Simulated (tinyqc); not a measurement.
Estimate of lattice thermal conductivity from elastic moduli (Slack, Klemens and Cahill formulas): one step, computed by the program tinyqc.

An isotropic solid.

Task: Conductivity of the perfect crystal. Slack, an estimate for T near or above Theta_a: kappa = A M Theta_a^3 delta n^(1/3)/(gamma^2 T) in W/(m K), with M in u, delta = V^(1/3) in angstrom, Theta_a = Theta n^(-1/3) and A = 2.43e-6/(1 - 0.514/gamma + 0.228/gamma^2).

Inputs (values chosen for the exercise, for a model crystal):
```
quantity                    value        unit
volume per atom V            22.2  angstrom^3
mean atomic mass M           51.8           u
atoms per primitive cell n      2           -
temperature T                 300           K
```

Grueneisen parameter: from the Poisson ratio.

Debye temperature Theta = 296.4388 K

Grueneisen parameter gamma = 1.146378

Give: acoustic Debye temperature Theta_a; A; kappa of the perfect crystal.

Result:

acoustic Debye temperature Theta_a = 235.3 K

A = 3.351e-06

kappa of the perfect crystal = 20.31 W/(m K)
